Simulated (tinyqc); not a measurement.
Tunnelling through a gate dielectric with the two-band (Franz) dispersion, WKB transmission and Tsu-Esaki current: current against voltage.

Electrons leave the emitter at x = 0. Energies E (motion across the layers) are in eV from the emitter Fermi level; the collector Fermi level lies at -V and offers states at every E. No charge in the dielectric and no image force: F1 = V/t1, U = phi1 - F1 x. With C = hbar^2/(2 m0), kappa = sqrt(m u (1 - u/Egx)/C), u = U - E where U > E and 0 elsewhere; T(E) = exp(-S), S = 2 times the integral of kappa over x.

Each layer adds (2/F) sqrt(m/C) [G(u at its left edge) - G(u at its right edge)] to S, with u = U - E (0 where negative) and G(u) = Egx^1.5 (th - sin(4 th)/4)/4, th = arcsin sqrt(u/Egx). J = J0 times the integral of T(E) N(E) dE, N = ln[(1 + exp(-E/Vt))/(1 + exp((-E - V)/Vt))], J0 = q^2 me m0 kB T/(2 pi^2 hbar^3) (times 1e-4 for A/cm^2 per eV), from E = -Ef to far above the barrier (T = 1 there), by quadrature converged to the digits shown.

Values chosen for this exercise; dielectric values close to those of hafnium oxide: temperature T = 300 K; Fermi energy of the emitter above its band bottom Ef = 0.47 eV; emitter mass in the supply function me = 0.92 m0; barrier of layer 1 above the emitter Fermi level at zero bias phi1 = 1.56 eV; tunnelling mass of layer 1 m1 = 0.2 m0; thickness of layer 1 t1 = 4.6 nm; gap parameter of the two-band dispersion, set freely Egx = 6.8 eV.

Constants: q = 1.602176634e-19 C, kB = 1.380649e-23 J/K, hbar = 1.054571817e-34 J s, m0 = 9.1093837015e-31 kg, Vt = kB T/q, hbar^2/(2 m0) = 0.0380998212 eV nm^2. Results are converted to the units shown.

Result of one run:
```
V (V),S at E = 0,T(E = 0),J (A/cm^2),mean E of the current (eV)
3,8.470,2.096e-4,4.768e4,-0.1868
```

What becomes of these results when the voltage across the dielectric V is changed from 3 to 3.4 V, all else the same?

Result of the changed run:
```
V (V),S at E = 0,T(E = 0),J (A/cm^2),mean E of the current (eV)
3.4,7.474,5.678e-4,1.548e5,-0.2015
```

The whole series:
```
V (V),S at E = 0,T(E = 0),J (A/cm^2),mean E of the current (eV)
0.2,22.56,1.589e-10,0.05176,-0.2075
0.6,21.28,5.732e-10,0.1964,-0.2259
1,19.67,2.868e-9,0.7625,-0.2075
1.4,17.51,2.479e-8,4.559,-0.1784
1.8,14.12,7.396e-7,79.09,-0.1222
2.2,11.55,9.633e-6,1362,-0.1447
2.6,9.773,5.695e-5,1.044e4,-0.1683
3,8.470,2.096e-4,4.768e4,-0.1868
3.4,7.474,5.678e-4,1.548e5,-0.2015
```

J rises from 0.0518 to 1.55e5 A/cm^2, by 1.45 decades a volt between the first two rows and 1.28 between the last two. From V = 1.8 V on (among the rows) a band edge falls below the emitter Fermi level, so electrons at E = 0 no longer cross the full thickness.

Numbers from tinyqc (`OMP_NUM_THREADS=1 python tinyqc.py 2540092 2540093 out.jsonl`; about 0.03 s on one thread of a shared Intel Xeon 2.30GHz).
